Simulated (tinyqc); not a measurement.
Worked calculation: Hubbard chain of 4 sites. One step of it, computed by the program tinyqc.

Question. Mean-field iteration 3. H(up) = T + U n(down), H(down) = T + U n(up); fill the lowest levels; n(new) = n + mixing (n(out) - n); E = tr T (rho up + rho down) + U sum n_up n_down of the output.

one-body matrix (hopping and site energies) (eV), lower triangle:
```
,1,2,3,4
1,-0.640000
2,-1.170000,-0.220000
3,0.000000,-1.170000,0.590000
4,0.000000,0.000000,-1.170000,-0.870000
```

U = 7.600000 eV

electrons, up and down: 2  2

mixing = 1

n(up) after iteration 2: 1 0.879278, 2 0.210122, 3 0.840806, 4 0.069795

n(down) after iteration 2: 1 0.123650, 2 0.814232, 3 0.425077, 4 0.637040

Give: levels, up; levels, down; energy; n(up) after iteration 3; n(down) after iteration 3.

Answer.

levels, up (eV): 0.0516  2.5318  4.7327  6.7440

levels, down (eV): -0.5432  0.9183  6.2580  7.4269

energy = -0.8174 eV

n(up) after iteration 3: 1 0.9647, 2 0.0901, 3 0.5710, 4 0.3742

n(down) after iteration 3: 1 0.0477, 2 0.9209, 3 0.0533, 4 0.9781
